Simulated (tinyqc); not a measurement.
Planar metal-insulator-metal capacitor: capacitance, non-linearity, leakage and relaxation: one step of the calculation.

A film between two metal electrodes, each interface adding a series capacitance ci. The small-signal permittivity is ek (1 + aq E^2); the field is found with the linear permittivity. Leakage J = J0 sinh(E/Ef). After a voltage step the film passes a relaxation current kr C V tt^(-nr), tt being the time in seconds.

Question. Planar capacitance, field and non-linearity. Planar film: Cf = eps0 ek/t, 1/C = 1/Cf + 2/ci, EOT = 3.9 eps0/C, effective permittivity C t/eps0, E = (V/t) C/Cf; quadratic coefficient [C(V)/C - 1]/V^2 with Cf (1 + aq E^2) in C(V).

Parameters, values chosen for the exercise; permittivity of the order of that of strontium titanate: relative permittivity of the film ek = 138; film thickness t = 5.1 nm; capacitance of each electrode interface (dead layer and screening) ci = 220 uF/cm^2; quadratic field coefficient of the permittivity aq = -0.026 cm^2/MV^2; bias V = 1.1 V; leakage prefactor J0 = 9.9e-11 A/cm^2; field for an e-fold rise of the leakage Ef = 0.37 MV/cm.

Constants: eps0 = 8.8541878128e-14 F/cm where lengths are in cm. Results are converted to the units shown.

Find: Cf; C; EOT; effective permittivity; E; quadratic coefficient; J.

Answer.

Cf = 23.96 uF/cm^2
C = 19.67 uF/cm^2
EOT = 0.1755 nm
effective permittivity = 113.3
E = 1.771 MV/cm
quadratic coefficient = -5.617e4 ppm/V^2
J = 5.935e-9 A/cm^2

The interfaces take 17.9 % of the voltage.

Range of the model: The field exceeds about 1.2 MV/cm, a sizeable part of the breakdown field expected for this permittivity.

tinyqc, about 0.01 s, one thread, Intel Xeon 2.30GHz (shared host): `OMP_NUM_THREADS=1 python tinyqc.py 2102116 2102117 out.jsonl`
